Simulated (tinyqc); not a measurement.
## Line constants from open and short measurements

Inverse problem. A uniform line of length len, under a quarter wavelength, has Z_open = Zc coth(gamma len) and Z_short = Zc tanh(gamma len); gamma Zc = r + i w l and gamma/Zc = g + i w c, w = 2 pi f. Find r, l and c.

Values chosen for this exercise: length len = 1.6 mm; frequency f = 3 GHz.

Zin with the far end open = 3.70696-236.27720i ohm
Zin with the far end shorted = 9.8709499+8.4350535i ohm

Answer. The product of the two impedances is Zc^2 and their ratio tanh^2(gamma len); the principal branch holds below a quarter wavelength.

r = 6.025 ohm/mm
l = 0.2808 nH/mm
c = 138.7 pF/m

Numbers from tinyqc (`OMP_NUM_THREADS=1 python tinyqc.py 2810136 2810137 out.jsonl`; about 0.01 s on one thread of a shared Intel Xeon 2.30GHz).
